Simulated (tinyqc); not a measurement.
Worked calculation: Hueckel theory of the pi electrons, for the molecule Clc1cccc(-c2ccccc2)c1 (SMILES; centres numbered as the heavy atoms are written). One step of it, computed by the program tinyqc.

Task: Energy, charges, bond orders. E = sum n x; q_r = z_r - P_rr; bond order p = P_rs; free valence = sqrt(3) - sum of p over the bonds of the atom.

x values: 2.312362  2.111784  1.827663  1.301374  1.000000  0.961042  0.701924  -0.705732  -1.000000  -1.013175  -1.321612  -1.895548  -2.280083

occupations: 2.000000  2.000000  2.000000  2.000000  2.000000  2.000000  2.000000  0.000000  0.000000  0.000000  0.000000  0.000000  0.000000

charge and bond-order matrix P:
```
           1Cl         2C         3C         4C         5C         6C         7C         8C
1Cl   1.984912   0.122603  -0.075498  -0.011559   0.053340  -0.010165   0.005226   0.002128
2C    0.122603   0.987989   0.655103   0.002400  -0.321010   0.002077  -0.040901  -0.000596
3C   -0.075498   0.655103   1.010122   0.661095  -0.008297  -0.306063  -0.000588   0.111852
4C   -0.011559   0.002400   0.661095   0.999426   0.676041  -0.000496  -0.041459   0.000159
5C    0.053340  -0.321010  -0.008297   0.676041   1.007226   0.618268   0.000410  -0.145070
6C   -0.010165   0.002077  -0.306063  -0.000496   0.618268   0.999570   0.369587   0.000139
7C    0.005226  -0.040901  -0.000588  -0.041459   0.000410   0.369587   1.000053   0.618785
8C    0.002128  -0.000596   0.111852   0.000159  -0.145070   0.000139   0.618785   0.999951
9C   -0.001208   0.008129   0.000152   0.008241  -0.000112  -0.041347  -0.000013   0.676609
10C  -0.001293   0.000423  -0.095483  -0.000120   0.111964  -0.000105  -0.306914   0.000039
11C  -0.001208   0.008129   0.000152   0.008241  -0.000112  -0.041347  -0.000013  -0.323391
12C   0.002128  -0.000596   0.111852   0.000159  -0.145070   0.000139   0.618785  -0.000049
13C  -0.078064   0.671418   0.010466  -0.322378  -0.008562   0.619636  -0.000616  -0.145475

            9C        10C        11C        12C        13C
1Cl  -0.001208  -0.001293  -0.001208   0.002128  -0.078064
2C    0.008129   0.000423   0.008129  -0.000596   0.671418
3C    0.000152  -0.095483   0.000152   0.111852   0.010466
4C    0.008241  -0.000120   0.008241   0.000159  -0.322378
5C   -0.000112   0.111964  -0.000112  -0.145070  -0.008562
6C   -0.041347  -0.000105  -0.041347   0.000139   0.619636
7C   -0.000013  -0.306914  -0.000013   0.618785  -0.000616
8C    0.676609   0.000039  -0.323391  -0.000049  -0.145475
9C    1.000003   0.660132   0.000003  -0.323391   0.000159
10C   0.660132   0.999967   0.660132   0.000039   0.112257
11C   0.000003   0.660132   1.000003   0.676609   0.000159
12C  -0.323391   0.000039   0.676609   0.999951  -0.145475
13C   0.000159   0.112257   0.000159  -0.145475   1.010826
```

Centres:
```
centre  z_r, pi electrons of the neutral centre         h
1Cl                                           2  2.000000
2C                                            1  0.000000
3C                                            1  0.000000
4C                                            1  0.000000
5C                                            1  0.000000
6C                                            1  0.000000
7C                                            1  0.000000
8C                                            1  0.000000
9C                                            1  0.000000
10C                                           1  0.000000
11C                                           1  0.000000
12C                                           1  0.000000
13C                                           1  0.000000
```

Bonds:
```
i    j         k
1    2  0.400000
2    3         1
3    4         1
4    5         1
5    6         1
6    7         1
7    8         1
8    9         1
9   10         1
10  11         1
11  12         1
6   13         1
13   2         1
12   7         1
```

Give: pi energy = 14 alpha + this times beta; pi charges; Bond orders and lengths from R = 1.517 - 0.180 p; free valence of the carbons; gap between the highest filled and the next level.

Result:

pi energy = 14 alpha + this times beta = 20.4323

pi charges: 1Cl 0.0151, 2C 0.0120, 3C -0.0101, 4C 0.0006, 5C -0.0072, 6C 0.0004, 7C -0.0001, 8C 0.0000, 9C 0.0000, 10C 0.0000, 11C 0.0000, 12C 0.0000, 13C -0.0108

Bond orders and lengths from R = 1.517 - 0.180 p (angstrom, C-C alone):
```
bond        p       R
1-2    0.1226       -
2-3    0.6551  1.3991
3-4    0.6611  1.3980
4-5    0.6760  1.3953
5-6    0.6183  1.4057
6-7    0.3696  1.4505
7-8    0.6188  1.4056
8-9    0.6766  1.3952
9-10   0.6601  1.3982
10-11  0.6601  1.3982
11-12  0.6766  1.3952
6-13   0.6196  1.4055
13-2   0.6714  1.3961
12-7   0.6188  1.4056
```

free valence of the carbons: 2C 0.2829, 3C 0.4159, 4C 0.3949, 5C 0.4377, 6C 0.1246, 7C 0.1249, 8C 0.4367, 9C 0.3953, 10C 0.4118, 11C 0.3953, 12C 0.4367, 13C 0.4410

gap between the highest filled and the next level = 1.4077 |beta|
